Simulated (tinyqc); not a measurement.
Inside a calculation. Model: read current of a NAND string, cells in series solved by shooting.

Computed by the program tinyqc: `OMP_NUM_THREADS=1 python tinyqc.py 2142004 2142005 out.jsonl`, one thread of a shared Intel Xeon 2.30GHz, about 0.7 s for the whole run. Printed values are rounded.

Cells in series, numbered from 0 at the source line (0 V) to the bit line, each followed by a gap resistance Rg. A cell with gate Vg, threshold VT, source Vs and drain Vd passes I = 2 nf K Vt^2 [F(Vs) - F(Vd)]/(1 + th max(Vg - VT, 0)), F(V) = ln^2(1 + exp((Vg - VT - nf V)/(2 nf Vt))). The selected cell has Vg = Vr, the others Vg = Vp.

Values chosen for this exercise; values of the order met in vertical NAND strings: temperature T = 358 K; gain factor of a cell K = 4.3 uA/V^2; slope factor nf = 2.1; mobility reduction factor th = 0.11 1/V; resistance of the gap between cells Rg = 11 kohm; bit-line voltage Vbl = 0.7 V; pass voltage Vp = 5.6 V; read voltage on the selected word line Vr = 4.04 V.

Constants: q = 1.602176634e-19 C, kB = 1.380649e-23 J/K, Vt = kB T/q. Results are converted to the units shown.

## Step 1: node voltages for a trial current

first trial current = 0.31 uA
thresholds from the source end, cell 0 to 4 (V): 3.9  -1.2  2.3  3.9  3.9

For a trial current I start at 0 V and, cell by cell (the selected one is cell 2), solve for the drain: sqrt(F(Vd)) = sqrt(F(Vs) - I/k), k = 2 nf K Vt^2/(1 + th max(Vg - VT, 0)), Vd = [Vg - VT - 2 nf Vt ln(exp(sqrt F) - 1)]/nf, then add I Rg.

node voltage after each cell and gap, trial 1, cell 0 to 4 (V): 0.0554187  0.0777397  0.137758  0.204849  0.279900

## Step 2: node voltages for a trial current

second trial current = 0.5 uA

As before.

node voltage after each cell and gap, trial 2, cell 0 to 4 (V): 0.0912299  0.127639  0.234601  0.368871  0.565563

## Course of the secant iteration

Secant steps on the end voltage less Vbl, from the two trials; a trial above the saturation current of a cell has no solution and is moved halfway to the previous trial. Stop below 1e-9 V.

Course of the iteration:
```
iteration    I (uA)  end voltage - Vbl (V)  halvings
1          0.544708                 0.0200         1
2          0.538917                -0.0119         0
3          0.541077               -1.07e-3         0
4          0.541290                5.80e-5         0
5          0.541279               -2.80e-7         0
6          0.541279              -7.36e-11         0
```

Converged in 6 iterations to I = 0.54128 uA. The selected cell takes 16.1 % of the bit-line voltage and the gaps together 4.25 %.
